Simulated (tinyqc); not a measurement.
Square on-chip spiral inductor, lumped pi model: two steps of the calculation.

Outer diameter do = di + 2 n wd + 2 (n - 1) sp, mean da = (do + di)/2, fill p = (do - di)/(do + di), length l = 4 n da. L = 2.34 mu0 n^2 da/(1 + 2.75 p), mu0 = 4 pi 1e-7 H/m. Rs = rho l/(wd delta (1 - exp(-th/delta))), delta = sqrt(rho/(pi f mu0)). Cs = n wd^2 eps0 eo/hu across the coil. At each end Cox = l wd eps0 eo/(2 ho) leads to the substrate branch Rsi = 2 rs he/(l wd) in parallel with Csi = l wd eps0 11.7/(2 he). With one end grounded Y = 1/(Rs + i w L) + i w Cs + 1/[1/(i w Cox) + 1/(1/Rsi + i w Csi)], w = 2 pi f; Q = -Im Y/Re Y. Eddy currents in neighbouring turns and in the substrate are left out.

Inputs (values chosen for the exercise); values of the order met in silicon radio-frequency processes:
- n = 5.5 (number of turns)
- wd = 10 um (line width)
- sp = 3 um (space between turns)
- di = 40 um (inner diameter)
- th = 2 um (metal thickness)
- rho = 2.2 uohm cm (metal resistivity)
- ho = 5.9 um (oxide below the coil)
- hu = 1.1 um (oxide between coil and underpass)
- eo = 3.9 (relative permittivity of the oxide)
- rs = 10 ohm cm (substrate resistivity)
- he = 80 um (effective spreading depth in the substrate)
- f = 1.3 GHz (frequency)

Constants: eps0 = 8.8541878128e-12 F/m. Results are converted to the units shown.

Problem 1. Geometry and model elements. do, l, L, delta, Rs, Cs, Cox, Rsi and Csi as defined.

Wanted: do; l; L; delta; Rs; Cs; Cox; Rsi; Csi.

Solution 1.

do = 177.00 um
l = 2387.0 um
L = 3.5273 nH
delta = 2.0704 um
Rs = 4.0950 ohm
Cs = 17.266 fF
Cox = 69.853 fF
Rsi = 670.30 ohm
Csi = 15.455 fF

Problem 2. Admittance, quality factor and apparent inductance. Series branch 1/(Rs + i w L), substrate branch, total Y, Q = -Im Y/Re Y, apparent inductance Im(1/Y)/w, metal-only value w L/Rs, share of the loss in the substrate Re(substrate branch)/Re Y.

L = 3.5272557 nH
Rs = 4.0949622 ohm
Cs = 17.265666 fF
Cox = 69.852789 fF
Rsi = 670.29744 ohm
Csi = 15.454929 fF

Give: series branch; substrate branch; Y; Q; apparent inductance; w L/Rs; share of the loss in the substrate.

Solution 2.

series branch = 4.836-34.022i mS
substrate branch = 0.17913+0.48690i mS
Y = 5.015-33.394i mS
Q = 6.6592
apparent inductance = 3.5853 nH
w L/Rs = 7.0357
share of the loss in the substrate = 3.5722 %

Q is 94.6 % of the metal-only value.

Computed by the program tinyqc: `OMP_NUM_THREADS=1 python tinyqc.py 2302195 2302196 out.jsonl`, one thread of a shared Intel Xeon 2.30GHz, about 0.01 s for the whole run.
